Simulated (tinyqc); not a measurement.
Inside a calculation. Method: UHF in the sto-3g basis, for H4, spin multiplicity 3. This run ends on a higher stationary point, not on the lowest solution. Computed by tinyqc, a small Python program that keeps every step (integrals from PySCF). Settings: charge = 0, multiplicity = 3, basis = sto-3g, energy threshold = 1e-09, iteration cap = 53, orthogonalisation = symmetric, start = highest core orbitals, DIIS depth = 8, method = UHF. Command: `OMP_NUM_THREADS=1 python tinyqc.py 29462 29463 out.jsonl` (the two numbers bound the seeds that draw the settings). One thread of a shared host (Intel(R) Xeon(R) Processor @ 2.60GHz), about 0.1 s of CPU time with the checks. Later iterations appear only in the table of the cycle.

## One-electron integrals

Geometry (angstrom):

| atom | x | y | z |
|---|---|---|---|
| H | 0.00000 | 0.00000 | 0.00000 |
| H | 0.00000 | 0.00000 | 0.97100 |
| H | 0.00000 | 1.67400 | 0.00000 |
| H | 0.00000 | 1.67400 | 0.97100 |

Basis sto-3g: exponents (1/bohr^2) and contraction coefficients of normalised primitives:

| element | l (shell) | exponent | coefficient |
|---|---|---|---|
| H | s (1) | 3.42525 | 0.15433 |
| H | s (1) | 0.62391 | 0.53533 |
| H | s (1) | 0.16886 | 0.44463 |

Overlap, kinetic and nuclear-attraction integrals over the contracted functions; the nuclear repulsion is the sum of Za Zb / Rab.

nuclear repulsion = 2.2690822 hartree

overlap S, lower triangle:
```
         1H 1s    2H 1s    3H 1s    4H 1s
1H 1s  1.00000
2H 1s  0.51373  1.00000
3H 1s  0.19894  0.13246  1.00000
4H 1s  0.13246  0.19894  0.51373  1.00000
```

kinetic energy T (hartree), lower triangle:
```
          1H 1s     2H 1s    3H 1s    4H 1s
1H 1s   0.76003
2H 1s   0.12242   0.76003
3H 1s  -0.00149  -0.00919  0.76003
4H 1s  -0.00919  -0.00149  0.12242  0.76003
```

nuclear attraction V (hartree), lower triangle:
```
          1H 1s     2H 1s     3H 1s     4H 1s
1H 1s  -2.34165
2H 1s  -1.14259  -2.34165
3H 1s  -0.40391  -0.27708  -2.34165
4H 1s  -0.27708  -0.40391  -1.14259  -2.34165
```

core Hamiltonian H = T + V (hartree), lower triangle:
```
          1H 1s     2H 1s     3H 1s     4H 1s
1H 1s  -1.58162
2H 1s  -1.02017  -1.58162
3H 1s  -0.40540  -0.28627  -1.58162
4H 1s  -0.28627  -0.40540  -1.02017  -1.58162
```

## Two-electron integrals

Functions are numbered as in S; the eight-fold symmetry (ij|kl) = (ji|kl) = (kl|ij) leaves the list below.

Two-electron integrals (ij|kl) in chemists' order, unique and non-zero (hartree):
```
(11|11) 0.77461   (21|11) 0.32292   (21|21) 0.17026   (22|11) 0.48759
(22|21) 0.32292   (22|22) 0.77461   (31|11) 0.10162   (31|21) 0.04645
(31|22) 0.07682   (31|31) 0.02165   (32|11) 0.05925   (32|21) 0.03223
(32|22) 0.06311   (32|31) 0.01309   (32|32) 0.00915   (33|11) 0.31266
(33|21) 0.15338   (33|22) 0.27227   (33|31) 0.10162   (33|32) 0.06311
(33|33) 0.77461   (41|11) 0.06311   (41|21) 0.03223   (41|22) 0.05925
(41|31) 0.01309   (41|32) 0.00901   (41|33) 0.05925   (41|41) 0.00915
(42|11) 0.07682   (42|21) 0.04645   (42|22) 0.10162   (42|31) 0.01654
(42|32) 0.01309   (42|33) 0.07682   (42|41) 0.01309   (42|42) 0.02165
(43|11) 0.15338   (43|21) 0.08078   (43|22) 0.15338   (43|31) 0.04645
(43|32) 0.03223   (43|33) 0.32292   (43|41) 0.03223   (43|42) 0.04645
(43|43) 0.17026   (44|11) 0.27227   (44|21) 0.15338   (44|22) 0.31266
(44|31) 0.07682   (44|32) 0.05925   (44|33) 0.48759   (44|41) 0.06311
(44|42) 0.10162   (44|43) 0.32292   (44|44) 0.77461
```

## Orthogonalisation

S = U s U^T; symmetric (Loewdin) form X = U s^(-1/2) U^T, so that X^T S X = 1.

eigenvalues of S: 0.41980  0.55274  1.18233  1.84513

X, lower triangle:
```
          1H 1s     2H 1s     3H 1s    4H 1s
1H 1s   1.13608
2H 1s  -0.30815   1.13608
3H 1s  -0.09546   0.00372   1.13608
4H 1s   0.00372  -0.09546  -0.30815  1.13608
```

## Starting guess

The start is the highest orbitals of the core Hamiltonian (a deliberately bad start); D(s) = C_occ C_occ^T for each spin.

D(alpha) at the start, lower triangle:
```
          1H 1s     2H 1s     3H 1s    4H 1s
1H 1s   1.25926
2H 1s  -0.83637   1.25926
3H 1s  -0.35468  -0.06821   1.25926
4H 1s  -0.06821  -0.35468  -0.83637  1.25926
```

D(beta) at the start, lower triangle:
```
          1H 1s     2H 1s     3H 1s    4H 1s
1H 1s   0.59553
2H 1s  -0.59553   0.59553
3H 1s  -0.59553   0.59553   0.59553
4H 1s   0.59553  -0.59553  -0.59553  0.59553
```

## Iteration 1: building the Fock matrix

J_ij = sum D_kl (ij|kl) with D = D(alpha) + D(beta), K_ij = sum D_kl (ik|jl) for each spin; F = H + J - K(s); E = tr D H + tr D J / 2 - 0.5 sum_s tr D(s) K(s) + E_nn.

Coulomb J (hartree), lower triangle:
```
         1H 1s    2H 1s    3H 1s    4H 1s
1H 1s  1.85196
2H 1s  0.93936  1.85196
3H 1s  0.35092  0.23867  1.85196
4H 1s  0.23867  0.35092  0.93936  1.85196
```

exchange K(alpha) (hartree), lower triangle:
```
          1H 1s     2H 1s    3H 1s    4H 1s
1H 1s   0.55667
2H 1s   0.18481   0.55667
3H 1s  -0.01283  -0.05041  0.55667
4H 1s  -0.05041  -0.01283  0.18481  0.55667
```

exchange K(beta) (hartree), lower triangle:
```
          1H 1s     2H 1s     3H 1s    4H 1s
1H 1s   0.15190
2H 1s  -0.00278   0.15190
3H 1s  -0.02076   0.02788   0.15190
4H 1s   0.02788  -0.02076  -0.00278  0.15190
```

F(alpha) (hartree), lower triangle:
```
          1H 1s     2H 1s     3H 1s     4H 1s
1H 1s  -0.28634
2H 1s  -0.26562  -0.28634
3H 1s  -0.04165   0.00280  -0.28634
4H 1s   0.00280  -0.04165  -0.26562  -0.28634
```

F(beta) (hartree), lower triangle:
```
          1H 1s     2H 1s     3H 1s    4H 1s
1H 1s   0.11843
2H 1s  -0.07803   0.11843
3H 1s  -0.03373  -0.07548   0.11843
4H 1s  -0.07548  -0.03373  -0.07803  0.11843
```

total energy of this density = -0.2713856 hartree

## Iteration 1: diagonalisation and new density

Diagonalise F' = X^T F X, C = X C', fill 3 alpha and 1 beta electrons from the bottom; D(s) = C_occ C_occ^T. Each column has its largest component positive (the first on a tie).

F' = X^T F X (alpha) (hartree), lower triangle:
```
          1         2         3         4
1  -0.20388
2  -0.17321  -0.20388
3  -0.01517   0.07206  -0.20388
4   0.07206  -0.01517  -0.17321  -0.20388
```

orbital energies (alpha) (hartree): MO1 -0.43398, MO2 -0.32020, MO3 -0.11791, MO4 0.05656

coefficients C (alpha):
```
            MO1      MO2       MO3       MO4
1H 1s   0.45983  0.36809   0.67252   0.77170
2H 1s   0.45983  0.36809  -0.67252  -0.77170
3H 1s  -0.45983  0.36809   0.67252  -0.77170
4H 1s  -0.45983  0.36809  -0.67252   0.77170
```

F' = X^T F X (beta) (hartree), lower triangle:
```
          1         2         3        4
1   0.22219
2  -0.17756   0.22219
3  -0.02535  -0.05657   0.22219
4  -0.05657  -0.02535  -0.17756  0.22219
```

orbital energies (beta) (hartree): MO1 -0.03729, MO2 0.12654, MO3 0.36853, MO4 0.43096

coefficients C (beta):
```
           MO1       MO2       MO3       MO4
1H 1s  0.36809   0.45983   0.77170   0.67252
2H 1s  0.36809   0.45983  -0.77170  -0.67252
3H 1s  0.36809  -0.45983  -0.77170   0.67252
4H 1s  0.36809  -0.45983   0.77170  -0.67252
```

D(alpha) after iteration 1, lower triangle:
```
          1H 1s     2H 1s     3H 1s    4H 1s
1H 1s   0.79923
2H 1s  -0.10535   0.79923
3H 1s   0.37633  -0.52824   0.79923
4H 1s  -0.52824   0.37633  -0.10535  0.79923
```

D(beta) after iteration 1, lower triangle:
```
         1H 1s    2H 1s    3H 1s    4H 1s
1H 1s  0.13549
2H 1s  0.13549  0.13549
3H 1s  0.13549  0.13549  0.13549
4H 1s  0.13549  0.13549  0.13549  0.13549
```

## Iteration 2: building the Fock matrix

As before.

Coulomb J (hartree), lower triangle:
```
         1H 1s    2H 1s    3H 1s    4H 1s
1H 1s  1.84181
2H 1s  0.95000  1.84181
3H 1s  0.35771  0.24517  1.84181
4H 1s  0.24517  0.35771  0.95000  1.84181
```

exchange K(alpha) (hartree), lower triangle:
```
         1H 1s    2H 1s    3H 1s    4H 1s
1H 1s  0.69397
2H 1s  0.42944  0.69397
3H 1s  0.17541  0.07739  0.69397
4H 1s  0.07739  0.17541  0.42944  0.69397
```

exchange K(beta) (hartree), lower triangle:
```
         1H 1s    2H 1s    3H 1s    4H 1s
1H 1s  0.28921
2H 1s  0.24184  0.28921
3H 1s  0.16749  0.15567  0.28921
4H 1s  0.15567  0.16749  0.24184  0.28921
```

F(alpha) (hartree), lower triangle:
```
          1H 1s     2H 1s     3H 1s     4H 1s
1H 1s  -0.43379
2H 1s  -0.49960  -0.43379
3H 1s  -0.22310  -0.11849  -0.43379
4H 1s  -0.11849  -0.22310  -0.49960  -0.43379
```

F(beta) (hartree), lower triangle:
```
          1H 1s     2H 1s     3H 1s     4H 1s
1H 1s  -0.02902
2H 1s  -0.31201  -0.02902
3H 1s  -0.21518  -0.19677  -0.02902
4H 1s  -0.19677  -0.21518  -0.31201  -0.02902
```

total energy of this density = -1.7741895 hartree

## Iteration 2: DIIS over 2 matrices

error matrix X^T (FDS - SDF) X (alpha):
```
         1        2        3        4
1  0.00000  0.00000  0.00000  0.00000
2  0.00000  0.00000  0.00000  0.00000
3  0.00000  0.00000  0.00000  0.00000
4  0.00000  0.00000  0.00000  0.00000
```

B (overlaps of the stored error matrices):
```
               1              2
1  0.0000000e+00  0.0000000e+00
2  0.0000000e+00  0.0000000e+00
```

Minimise |sum c_i e_i|^2 with sum c_i = 1: solve [B -1; -1 0][c; lambda] = [0; -1] with B_ij = tr e_i^T e_j summed over both spins, and take F = sum c_i F_i.

DIIS coefficients: 0.68618  0.31382

extrapolated F(alpha) (hartree), lower triangle:
```
          1H 1s     2H 1s     3H 1s     4H 1s
1H 1s  -0.33261
2H 1s  -0.33905  -0.33261
3H 1s  -0.09860  -0.03526  -0.33261
4H 1s  -0.03526  -0.09860  -0.33905  -0.33261
```

extrapolated F(beta) (hartree), lower triangle:
```
          1H 1s     2H 1s     3H 1s    4H 1s
1H 1s   0.07216
2H 1s  -0.15146   0.07216
3H 1s  -0.09067  -0.11354   0.07216
4H 1s  -0.11354  -0.09067  -0.15146  0.07216
```

## Iteration 2: diagonalisation and new density

As before.

F' = X^T F X (alpha) (hartree), lower triangle:
```
          1         2         3         4
1  -0.20704
2  -0.23868  -0.20704
3  -0.06271   0.07186  -0.20704
4   0.07186  -0.06271  -0.23868  -0.20704
```

orbital energies (alpha) (hartree): MO1 -0.45487, MO2 -0.43656, MO3 -0.10293, MO4 0.16622

coefficients C (alpha):
```
            MO1      MO2       MO3       MO4
1H 1s   0.45983  0.36809   0.67252   0.77170
2H 1s   0.45983  0.36809  -0.67252  -0.77170
3H 1s  -0.45983  0.36809   0.67252  -0.77170
4H 1s  -0.45983  0.36809  -0.67252   0.77170
```

F' = X^T F X (beta) (hartree), lower triangle:
```
          1         2         3        4
1   0.21903
2  -0.24303   0.21903
3  -0.07289  -0.05676   0.21903
4  -0.05676  -0.07289  -0.24303  0.21903
```

orbital energies (beta) (hartree): MO1 -0.15365, MO2 0.10565, MO3 0.44594, MO4 0.47819

coefficients C (beta):
```
           MO1       MO2       MO3       MO4
1H 1s  0.36809   0.45983   0.67252   0.77170
2H 1s  0.36809   0.45983  -0.67252  -0.77170
3H 1s  0.36809  -0.45983   0.67252  -0.77170
4H 1s  0.36809  -0.45983  -0.67252   0.77170
```

D(alpha) after iteration 2, lower triangle:
```
          1H 1s     2H 1s     3H 1s    4H 1s
1H 1s   0.79923
2H 1s  -0.10535   0.79923
3H 1s   0.37633  -0.52824   0.79923
4H 1s  -0.52824   0.37633  -0.10535  0.79923
```

D(beta) after iteration 2, lower triangle:
```
         1H 1s    2H 1s    3H 1s    4H 1s
1H 1s  0.13549
2H 1s  0.13549  0.13549
3H 1s  0.13549  0.13549  0.13549
4H 1s  0.13549  0.13549  0.13549  0.13549
```

## Iteration 3: building the Fock matrix

As before.

Coulomb J (hartree), lower triangle:
```
         1H 1s    2H 1s    3H 1s    4H 1s
1H 1s  1.84181
2H 1s  0.95000  1.84181
3H 1s  0.35771  0.24517  1.84181
4H 1s  0.24517  0.35771  0.95000  1.84181
```

exchange K(alpha) (hartree), lower triangle:
```
         1H 1s    2H 1s    3H 1s    4H 1s
1H 1s  0.69397
2H 1s  0.42944  0.69397
3H 1s  0.17541  0.07739  0.69397
4H 1s  0.07739  0.17541  0.42944  0.69397
```

exchange K(beta) (hartree), lower triangle:
```
         1H 1s    2H 1s    3H 1s    4H 1s
1H 1s  0.28921
2H 1s  0.24184  0.28921
3H 1s  0.16749  0.15567  0.28921
4H 1s  0.15567  0.16749  0.24184  0.28921
```

F(alpha) (hartree), lower triangle:
```
          1H 1s     2H 1s     3H 1s     4H 1s
1H 1s  -0.43379
2H 1s  -0.49960  -0.43379
3H 1s  -0.22310  -0.11849  -0.43379
4H 1s  -0.11849  -0.22310  -0.49960  -0.43379
```

F(beta) (hartree), lower triangle:
```
          1H 1s     2H 1s     3H 1s     4H 1s
1H 1s  -0.02902
2H 1s  -0.31201  -0.02902
3H 1s  -0.21518  -0.19677  -0.02902
4H 1s  -0.19677  -0.21518  -0.31201  -0.02902
```

total energy of this density = -1.7741895 hartree

## Iteration 3 (converged): orbitals

As before.

F' = X^T F X (alpha) (hartree), lower triangle:
```
          1         2         3         4
1  -0.21394
2  -0.38183  -0.21394
3  -0.16666   0.07143  -0.21394
4   0.07143  -0.16666  -0.38183  -0.21394
```

orbital energies (alpha) (hartree): MO1 -0.69100, MO2 -0.50054, MO3 -0.07019, MO4 0.40598

coefficients C (alpha):
```
           MO1       MO2       MO3       MO4
1H 1s  0.36809   0.45983   0.67252   0.77170
2H 1s  0.36809   0.45983  -0.67252  -0.77170
3H 1s  0.36809  -0.45983   0.67252  -0.77170
4H 1s  0.36809  -0.45983  -0.67252   0.77170
```

F' = X^T F X (beta) (hartree), lower triangle:
```
          1         2         3        4
1   0.21213
2  -0.38619   0.21213
3  -0.17684  -0.05720   0.21213
4  -0.05720  -0.17684  -0.38619  0.21213
```

orbital energies (beta) (hartree): MO1 -0.40809, MO2 0.05998, MO3 0.47868, MO4 0.71796

coefficients C (beta):
```
           MO1       MO2       MO3       MO4
1H 1s  0.36809   0.45983   0.67252   0.77170
2H 1s  0.36809   0.45983  -0.67252  -0.77170
3H 1s  0.36809  -0.45983   0.67252  -0.77170
4H 1s  0.36809  -0.45983  -0.67252   0.77170
```

D(alpha) after iteration 3, lower triangle:
```
          1H 1s     2H 1s     3H 1s    4H 1s
1H 1s   0.79923
2H 1s  -0.10535   0.79923
3H 1s   0.37633  -0.52824   0.79923
4H 1s  -0.52824   0.37633  -0.10535  0.79923
```

D(beta) after iteration 3, lower triangle:
```
         1H 1s    2H 1s    3H 1s    4H 1s
1H 1s  0.13549
2H 1s  0.13549  0.13549
3H 1s  0.13549  0.13549  0.13549
4H 1s  0.13549  0.13549  0.13549  0.13549
```

## Convergence

Stop when the energy changes by less than 1e-09 hartree and every element of the error matrix X^T (F D S - S D F) X (for each spin) is below 9e-06.

Course of the cycle:

| iteration | E (hartree) | change | largest element of the error matrix |
|---|---|---|---|
| 1 | -0.2713856 | - | 8.45e-16 |
| 2 | -1.7741895 | -1.50e+00 | 1.10e-15 |
| 3 | -1.7741895 | -1.78e-15 | 3.36e-16 |

PySCF UHF in the same basis, after a stability check = -1.8106828 hartree

Converged in 3 iterations. But the solution lies 0.03649 hartree above the reference: it is another stationary point, not the lowest one. Reruns (cap 100 unless said): damping 0.5: converged in 33 to a higher stationary point; level shift 0.5: converged in 2 to a higher stationary point; atomic densities as start, DIIS 8: converged in 3 to a higher stationary point.

## Populations, bond orders and dipole

Mulliken: Z minus the diagonal of D S on the atom; Loewdin: the same with S^(1/2) D S^(1/2); Mayer order: 2 sum_s sum (D(s) S)_ij (D(s) S)_ji over the two atoms.

Charges (e):

| atom | Mulliken | Loewdin | Mulliken spin |
|---|---|---|---|
| 1H | 0.00000 | 0 | 0.50000 |
| 2H | 0 | 0 | 0.50000 |
| 3H | 0 | 0 | 0.50000 |
| 4H | 0 | 0 | 0.50000 |

Mayer bond orders:

| pair | order |
|---|---|
| 2-1 | 0.25000 |
| 3-1 | 0.25000 |
| 3-2 | 0.25000 |
| 4-1 | 0.25000 |
| 4-2 | 0.25000 |
| 4-3 | 0.25000 |

dipole moment about the origin, x y z (debye): 0.00000  0.00000  0.00000

<S^2> of the determinant (pure state: 2) = 2.00000
